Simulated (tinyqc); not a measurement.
Ways to converge the cycle: SCF convergence aids in the 3-21g basis, for He, spin multiplicity 1. Computed by the program tinyqc with PySCF. RHF with one setting changed at a time; a run stops when the energy changes by less than 1e-09 hartree and the error matrix is below 1e-5. The start is the core Hamiltonian. Damping d keeps d of the old density; a shift (hartree) raises the virtual levels; DIIS n extrapolates F over n matrices.

Geometry (angstrom):

| atom | x | y | z |
|---|---|---|---|
| He | 0.0000 | 0.0000 | 0.0000 |

lowest restricted solution found by these runs and by PySCF = -2.835680 hartree

Largest element of the error matrix X^T (FDS - SDF) X:

| iteration | plain | damping 0.3 | damping 0.6 | shift 0.4 | DIIS 3 | DIIS 8 |
|---|---|---|---|---|---|---|
| 1 | 7.4e-01 | 7.4e-01 | 7.4e-01 | 7.4e-01 | 7.4e-01 | 7.4e-01 |
| 2 | 4.8e-02 | 2.6e-01 | 4.6e-01 | 1.3e-01 | 4.8e-02 | 4.8e-02 |
| 3 | 3.2e-03 | 8.9e-02 | 2.9e-01 | 2.3e-02 | 4.4e-05 | 4.4e-05 |
| 4 | 2.1e-04 | 3.1e-02 | 1.8e-01 | 4.1e-03 | 2.0e-05 | 2.0e-05 |
| 5 | 1.4e-05 | 1.1e-02 | 1.1e-01 | 7.1e-04 | 2.7e-09 | 1.3e-05 |
| 6 | 9.0e-07 | 3.7e-03 | 7.1e-02 | 1.3e-04 | - | 9.8e-06 |
| 8 | - | 4.4e-04 | 2.8e-02 | 3.9e-06 | - | - |
| 10 | - | 5.2e-05 | 1.1e-02 | - | - | - |
| 14 | - | 7.5e-07 | 1.7e-03 | - | - | - |
| 20 | - | - | 1.0e-04 | - | - | - |
| 30 | - | - | 9.4e-07 | - | - | - |

How each run ends:

| run | iterations | E (hartree) | state |
|---|---|---|---|
| plain | 6 | -2.83568 | lowest found |
| damping 0.3 | 18 | -2.83568 | lowest found |
| damping 0.6 | 37 | -2.83568 | lowest found |
| shift 0.4 | 8 | -2.83568 | lowest found |
| DIIS 3 | 5 | -2.83568 | lowest found |
| DIIS 8 | 7 | -2.83568 | lowest found |

What does the comparison show, and why?

6 of 6 runs reach the lowest restricted solution found, in 5 to 37 iterations (fastest: DIIS 3). Plain steps already contract here, so damping only slows them. DIIS 3 gains by cancelling the error over several earlier matrices, much as a quasi-Newton step does. DIIS minimises the error, not the energy, so it can stall or settle near a saddle, and its small system turns near-singular when few rotations are active.
